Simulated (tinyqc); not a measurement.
Transfer-length model of a contact: effect of the contact length.

A metal contact of length d and width W on a thin layer of the same width. The metal has no resistance, the sheet resistance under it equals Rsh, and current enters the layer at the front edge x = 0.

Transfer length Lt = sqrt(rc/Rsh); front resistance Rc = (Rsh Lt/W) coth(d/Lt); end resistance Re = (Rsh Lt/W)/sinh(d/Lt).

Parameters, values chosen for the exercise:
- Rsh = 2900 ohm/sq (sheet resistance of the semiconductor layer)
- rc = 1.6e-7 ohm cm^2 (specific contact resistivity)
- W = 0.39 um (contact width)

Results:
```
d (um),d/Lt,Rc W (ohm um),rc/d (ohm um),Re/Rc
0.011,0.1481,1465,1455,0.9891
0.018,0.2423,906.2,888.9,0.9713
0.028,0.3770,598.2,571.4,0.9329
0.044,0.5924,405.2,363.6,0.8470
0.11,1.481,238.9,145.5,0.4325
0.17,2.289,219.9,94.12,0.2007
0.27,3.635,215.7,59.26,0.05273
0.42,5.654,215.4,38.10,0.007004
```

Estimate the missing row, d = 0.069 um.

Computed row:
```
d (um),d/Lt,Rc W (ohm um),rc/d (ohm um),Re/Rc
0.069,0.9289,295.0,231.9,0.6833
```

With this row back in the table: Rc W falls from 1470 to 215 ohm um, as d^(-0.98) between the first two rows. It levels off at sqrt(rc Rsh) = 215 ohm um and, among the rows, is within 5 % of that from d = 0.17 um on (Lt = 0.0743 um): metal beyond two transfer lengths lowers Rc by less than 4 %.

tinyqc, about 0.01 s, one thread, Intel Xeon 2.30GHz (shared host): `OMP_NUM_THREADS=1 python tinyqc.py 2760057 2760058 out.jsonl`
